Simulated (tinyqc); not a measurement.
Anisotropic wet etching of Si(100): plane rates, V-grooves, membranes and undercut: one step, computed by the program tinyqc. Command: `OMP_NUM_THREADS=1 python tinyqc.py 3026960 3026961 out.jsonl wetetch walk`. One thread of a shared host (Intel(R) Xeon(R) Processor @ 2.30GHz), about 0.01 s of CPU time with the checks.

A long slot opens the mask on a (100) wafer. The floor etches at R100; (111) walls stand at theta = arctan(sqrt2) = 54.7356 degrees to the surface and recede at R111 along their normal.

Task: Rates. R100 = k0 exp(-E/(k_B T)); a ratio given at 80 C scales as exp[(extra energy/k_B)(1/T - 1/353.15 K)]; R111 and R_ox follow by division. Temperatures in kelvin are T(C) + 273.15.

Inputs (values chosen for the exercise, close to those used for tetramethylammonium hydroxide solutions):
```
quantity                            value    unit
prefactor k0 of the (100) rate    5.1e+08  um/min
activation energy of (100), E       0.622      eV
ratio (100)/(111) at 80 C              21       -
extra energy of (111), dE           0.054      eV
ratio (100)/oxide at 80 C            2200       -
extra energy of the oxide, dE_ox      0.3      eV
bath temperature T                     85       C
```

Constants: k_B = 8.617333262e-05 eV/K.

Give: R100; R111; R_ox; anisotropy R100/R111.

Result:

R100 = 0.90152 um/min

R111 = 0.044006 um/min

R_ox = 4.7024e-04 um/min

anisotropy R100/R111 = 20.486
